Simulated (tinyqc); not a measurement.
Mirror strength against the number of periods: longitudinal sound in a periodic multilayer: transfer matrices, stop bands and folded phonons. Computed by tinyqc, a small Python program. Command: `OMP_NUM_THREADS=1 python tinyqc.py 3016773 3016774 out.jsonl multilayer walk`. One thread of a shared host (Intel(R) Xeon(R) Processor @ 2.30GHz), about 0.01 s of CPU time with the checks.

Layers 1 and 2 repeat with period d = d_1 + d_2; waves travel normal to the layers, without loss. State vector (u, s): displacement u and stress divided by omega. Impedances Z = rho v are in 1e6 kg/(m^2 s).

Inputs (values chosen for the exercise, modelled on silica (layer 1), platinum (layer 2) and gallium arsenide (substrate)):
```
quantity            value    unit
density rho_1        2.19  g/cm^3
velocity v_1         6010     m/s
thickness d_1         774      nm
density rho_2        21.5  g/cm^3
velocity v_2         4130     m/s
thickness d_2         529      nm
substrate density    5.42  g/cm^3
substrate velocity   4770     m/s
frequency f          1.67     GHz
```

Method:
- Z = rho v; interface reflection r = (Z_2 - Z_1)/(Z_2 + Z_1) (stress amplitude, from 1 into 2); Bragg frequency f_B = 1/[2 (d_1/v_1 + d_2/v_2)]; long-wave velocity v_eff = d/sqrt[(d_1/v_1)^2 + (d_2/v_2)^2 + (Z_1/Z_2 + Z_2/Z_1)(d_1/v_1)(d_2/v_2)].
- A layer maps (u, s) by [[cos p, sin p/Z], [-Z sin p, cos p]], p = 2 pi f d_i/v_i; one period is M = M_2 M_1, and cos(q d) = trace(M)/2.
- For N periods A = M^N. A wave comes from a thick layer of material 1 and leaves into the substrate (Z_s): transmitted power T = 4 Z_1 Z_s/|Z_1 A_22 + Z_s A_11 - i (Z_1 Z_s A_12 - A_21)|^2, reflected power R = 1 - T.

Bragg frequency f_B = 1.94649 GHz

Z_2 = 88.795

Z_1 = 13.1619

Z of the substrate = 25.8534

trace(M)/2 = -3.22951

Transmitted power:
```
N     T at f_B  T at f_B (dB)      T at f
1      0.15864        -7.9957     0.16553
2    0.0037859        -24.218   0.0045199
3   8.3340e-05        -40.791  1.1410e-04
4   1.8312e-06        -57.373  2.8748e-06
6   8.8407e-10        -90.535  1.8246e-09
8   4.2681e-13        -123.70  1.1580e-12
12  9.9476e-20        -190.02  4.6648e-19
16  2.3185e-26        -256.35  1.8791e-25
24  1.2594e-39        -389.00  3.0491e-38
```

What does the comparison show, and why?

At f_B each further period removes 16.58 dB at large N, which is 20 log10 of the impedance ratio, 16.58 dB, as for a quarter-wave stack; 99 % reflection needs N = 2 among these rows. At f, in a stop band, T decays as well. Values below about 1e-6 belong to the ideal stack: roughness and scattering into other modes, left out here, set a floor in a real one.
